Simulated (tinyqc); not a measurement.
Six-band hole subbands of a thin body in a field, step by step. Values are carried at full precision from step to step, so a last printed digit may differ when a step is redone from the rounded ones.

Constants: hbar^2/2m0 = 3.80998211 eV angstrom^2.

Parameters, chosen for this exercise (near those of a p-type Si channel; not measured data): S = (7.66, -2.17, 12.85) 1/TPa (compliances s11, s12, s44); sx = -2 GPa (stress along the channel [1-10], negative in compression); b = -2.11 eV (tetragonal potential); d = -4.72 eV (trigonal potential); g1 = 4.28 (Luttinger gamma1); g2 = 0.34 (gamma2); g3 = 1.45 (gamma3); face = 111 (surface); Dso = 0.043 eV (spin-orbit splitting); t = 65 angstrom (body thickness); F = 0.5 MV/cm (field across the body); kmax = 0.1 1/angstrom (end of the path).

## Strain and its block

exx = eyy = (s11 + s12) sx/2, ezz = s12 sx, exy = -s44 sx/4 (1 GPa/TPa = 1e-3). With e0 the traceless part, B_XX = 2b e0xx - b (e0yy + e0zz) and B_XY = sqrt(3) d exy.

strain:
```
           x          y         z
x  -0.005490   0.006425         0
y   0.006425  -0.005490         0
z          0          0  0.004340
```

B (eV):
```
          X         Y         Z
X   0.02074  -0.05253         0
Y  -0.05253   0.02074         0
Z         0         0  -0.04148
```

## Confinement masses without spin-orbit coupling

C(n n^T)/c has C_XX = (g1 + 4 g2) nx^2 + (g1 - 2 g2)(ny^2 + nz^2) and C_XY = 6 g3 nx ny, n the unit normal; its eigenvalues are the inverse masses along n.

C(n n^T)/c:
```
        X       Y       Z
X  4.2800  2.9000  2.9000
Y  2.9000  4.2800  2.9000
Z  2.9000  2.9000  4.2800
```

masses (m0): 0.7246  0.7246  0.0992

## The matrix for one sine at q = 0

Basis X, Y, Z times spin, hole energies counted downwards from the unstrained edge (the hydrostatic shift is left out), c = hbar^2/2m0. For a symmetric tensor T let C(T) have C_XX = L Txx + M (Tyy + Tzz), C_XY = N Txy (cyclic), L = c (g1 + 4 g2), M = c (g1 - 2 g2), N = 6 c g3. k = q + kz n, n the unit normal, q = k1 u + k2 v with u along the channel [1-10] and v = n x u. H = C(k k^T) + (Dso/3)(1 - L.sigma) - B + e F z with (L_k)_ij = -i epsilon_kij; B is the block C built from the traceless strain with 2b, -b and sqrt(3) d in place of L, M, N. Strain: exx = eyy = (s11 + s12) sx/2, ezz = s12 sx, exy = -s44 sx/4. Hard walls at z = 0 and t; basis sin(j pi z/t), j = 1 to Nz: kz^2 = (j pi/t)^2, kz = -i D with D_jl = 4 j l/(t (j^2 - l^2)), z_jj = t/2 and z_jl = -8 t j l/(pi (j^2 - l^2))^2 for j + l odd; 1 MV/cm = 0.01 eV/angstrom.

Nz = 1, in meV.

H (meV):
```
              X+            Y+      Z+            X-            Y-      Z-
X+        194.18  78.34+14.33i   25.81             0             0  -14.33
Y+  78.34-14.33i        194.18   25.81             0             0  14.33i
Z+         25.81         25.81  256.41         14.33       -14.33i       0
X-             0             0   14.33        194.18  78.34-14.33i   25.81
Y-             0             0  14.33i  78.34+14.33i        194.18   25.81
Z-        -14.33       -14.33i       0         25.81         25.81  256.41
```

## Its levels

Diagonalise; the levels come in pairs. Give each pair and its weights on X, Y, Z, summed over spin and averaged over the pair.

levels (meV): 113.20  225.60  305.98

weights:
```
   pair 1  pair 2  pair 3
X   0.495   0.204   0.301
Y   0.495   0.204   0.301
Z   0.010   0.593   0.397
```

## More sines

The four lowest pairs at q = 0.

Hole energies (meV):

| Nz | pair 1 | pair 2 | pair 3 | pair 4 |
|---|---|---|---|---|
| 1 | 113.20 | 225.60 | 305.98 | - |
| 2 | 70.44 | 183.92 | 193.26 | 289.83 |
| 4 | 57.97 | 148.29 | 171.89 | 228.72 |
| 8 | 57.60 | 146.70 | 171.53 | 223.07 |
| 16 | 57.60 | 146.70 | 171.53 | 223.07 |

One sine is 55.61 meV off in the top subband, since the field mixes the sines. The second pair lies 89.1 meV deeper.

## Dispersion of the top subband

Nz = 14; the two lowest levels (spin-split where the field breaks inversion), in meV from their value at q = 0.

Energies (meV):

| \|q\| (1/angstrom) | u a | u b | v a | v b |
|---|---|---|---|---|
| 0.025 | 17.08 | 18.41 | 1.92 | 2.06 |
| 0.050 | 65.91 | 68.68 | 7.51 | 7.67 |
| 0.075 | 123.31 | 128.13 | 16.39 | 16.51 |
| 0.100 | 157.86 | 162.97 | 28.52 | 28.59 |

From the mean of each pair in the first row, c q^2/E gives 0.13 m0 along u and 1.20 m0 along v. The largest distance between a and b in the table is 5.12 meV. These masses hold for the first row only: the band bends further out.

## Checks

- Top level at q = 0 on (001) without field and stress against c (g1 - 2 g2)(pi/t)^2, eV: both 0.03204.
- Hermiticity, and E(q) against E(-q): they agree to 1e-10 or better.

Run: tinyqc, `OMP_NUM_THREADS=1 python tinyqc.py 1281928 1281929 out.jsonl`; Intel(R) Xeon(R) Processor @ 2.30GHz, one thread, shared host; about 0.4 s of CPU time with all checks.
